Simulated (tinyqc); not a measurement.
Carrier lifetime of a p-type layer with SRH, radiative, Auger and surface recombination: one step of the calculation.

Uniform excess density dn = dp (no trapping), n = n0 + dn, p = p0 + dn, Boltzmann statistics, full ionisation. Surfaces enter as a rate 2 S dn/d, which holds while diffusion to them is fast.

Problem. Equilibrium densities and SRH constants. ni = sqrt(Nc Nv) exp(-Eg/(2 Vt)), Eg in volts; majority density N/2 + sqrt(N^2/4 + ni^2), n0 p0 = ni^2; n1 = Nc exp(-Et/Vt), p1 = Nv exp((Et - Eg)/Vt); tn0 = 1/(sn vth Nt), tp0 = 1/(sp vth Nt).

Values chosen for this exercise; band and dielectric values those of a made-up semiconductor:

| symbol | value | unit | meaning |
|---|---|---|---|
| T | 300 | K | temperature |
| Eg | 1.2 | eV | band gap |
| Nc | 9.73e17 | cm^-3 | conduction-band density of states at T |
| Nv | 1.46e19 | cm^-3 | valence-band density of states at T |
| N | 1.4e14 | cm^-3 | acceptor density |
| Nt | 1.2e12 | cm^-3 | trap density |
| sn | 4e-15 | cm^2 | capture cross-section for electrons |
| sp | 1e-14 | cm^2 | capture cross-section for holes |
| vth | 1.5e7 | cm/s | thermal velocity (both carriers) |
| Et | 0.29 | eV | trap level below the conduction band |

Constants: q = 1.602176634e-19 C, kB = 1.380649e-23 J/K, Vt = kB T/q. Results are converted to the units shown.

Wanted: ni; n0; p0; n1; p1; tn0; tp0.

Solution.

ni = 3.1382e8 cm^-3
n0 = 703.44 cm^-3
p0 = 1.4000e14 cm^-3
n1 = 1.3072e13 cm^-3
p1 = 7534.0 cm^-3
tn0 = 1.3889e-5 s
tp0 = 5.5556e-6 s

tinyqc, about 0.01 s, one thread, Intel Xeon 2.30GHz (shared host): `OMP_NUM_THREADS=1 python tinyqc.py 2300026 2300027 out.jsonl`
